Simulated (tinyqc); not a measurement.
## Four-point probe on a layer of finite thickness

Four collinear probes with spacing s on a wide layer of thickness w over an insulator: V/I = (rho/(2 pi s)) S, S = 1 + 4 sum_(k>=1) {[1 + (2 k w/s)^2]^(-1/2) - [4 + (2 k w/s)^2]^(-1/2)}. Thin-film reading rho = (pi/ln 2) w V/I times the factor F1 = 2 ln 2/((w/s) S); bulk reading rho = 2 pi s V/I times 1/S; closed estimate F1 = ln 2/ln[sinh(w/s)/sinh(w/(2 s))]. x = w/s.

Results:

| x | S | F1 | 1/S | estimate of F1 |
|---|---|---|---|---|
| 0.2 | 6.931 | 1.000 | 0.1443 | 0.9929 |
| 0.3 | 4.621 | 1.000 | 0.2164 | 0.9841 |
| 0.6 | 2.330 | 0.9918 | 0.4293 | 0.9399 |
| 0.8 | 1.793 | 0.9662 | 0.5576 | 0.8989 |
| 1 | 1.504 | 0.9215 | 0.6647 | 0.8523 |
| 1.5 | 1.197 | 0.7719 | 0.8352 | 0.7285 |
| 2 | 1.094 | 0.6337 | 0.9142 | 0.6151 |
| 3 | 1.031 | 0.4484 | 0.9703 | 0.4476 |
| 5 | 1.007 | 0.2753 | 0.9931 | 0.2765 |

Estimate the missing row, x = 0.4.

Computed row:

| x | S | F1 | 1/S | estimate of F1 |
|---|---|---|---|---|
| 0.4 | 3.467 | 0.9995 | 0.2884 | 0.9721 |

With this row back in the table: F1 falls from 1.000 to 0.275 while 1/S rises from 0.144 to 0.993. Among the rows the thin-film formula is good to 1 % up to w/s = 0.6 and the bulk formula from w/s = 5 on. The closed estimate is within 7.6 % of the series.

tinyqc, about 0.04 s, one thread, Intel Xeon 2.30GHz (shared host): `OMP_NUM_THREADS=1 python tinyqc.py 2850167 2850168 out.jsonl`
